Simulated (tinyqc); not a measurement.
Tight binding, honeycomb lattice, step by step. Computed by tinyqc, a small Python program that keeps every step. Settings: t1 = 2.3, t2 = 0, phi = 1.57, delta = 0, points = 6. Command: `OMP_NUM_THREADS=1 python tinyqc.py 20762 20763 out.jsonl` (the two numbers bound the seeds that draw the settings). One thread of a shared host (Intel(R) Xeon(R) Processor @ 2.60GHz), about 0.01 s of CPU time with the checks.

## Bloch Hamiltonian at k

Parameters chosen for this model:
```
parameter     value                        unit
t1         2.300000                 eV, nearest
t2                0       eV, second neighbours
phi        1.570000  rad, phase of t2 (Haldane)
delta             0          eV, +/- on A and B
```

k point k (fractions of the reciprocal vectors): [-0.240000, -0.220000]

H_AB = -t1 (1 + exp(-i k.a1) + exp(-i k.a2)); H_AA = delta - 2 t2 sum cos(k.b + phi), H_BB = -delta - 2 t2 sum cos(k.b - phi), b = a1, a2 - a1, -a2.

H(k) at k (eV), order A, B:
```
[[0.000000, -2.875395-4.554722i],
 [-2.875395+4.554722i, 0.000000]]
```

## Levels at k

Diagonalise the Hermitian matrix.

eigenvalues (eV): [-5.386408, 5.386408]

weights |c|^2 of the basis functions, order A, B:
```
[[0.500000, 0.500000],
 [0.500000, 0.500000]]
```

## Bloch Hamiltonian at K

k point K (fractions of the reciprocal vectors): [0.333333, 0.666667]

As before.

H(k) at K (eV), order A, B:
```
[[0.000000, 0.000000],
 [0.000000, 0.000000]]
```

## Levels at K

As before.

eigenvalues (eV): [0.000000, 0.000000]

## Bands along a path

The same steps at evenly spaced points between the labelled ones.

Bands along the path (eV):
```
k             band 1    band 2
G          -6.900000  6.900000
G-K 0.25   -6.283717  6.283717
G-K 0.50   -4.600000  4.600000
G-K 0.75   -2.300000  2.300000
K                  0         0
K-M 0.25   -0.952691  0.952691
K-M 0.50   -1.683717  1.683717
K-M 0.75   -2.143259  2.143259
M          -2.300000  2.300000
M-K' 0.25  -2.143259  2.143259
M-K' 0.50  -1.683717  1.683717
M-K' 0.75  -0.952691  0.952691
K'                 0         0
```

With 1 band(s) filled, the highest filled level on these points lies at K and the lowest empty one at K: the bands touch or overlap, so there is no gap.
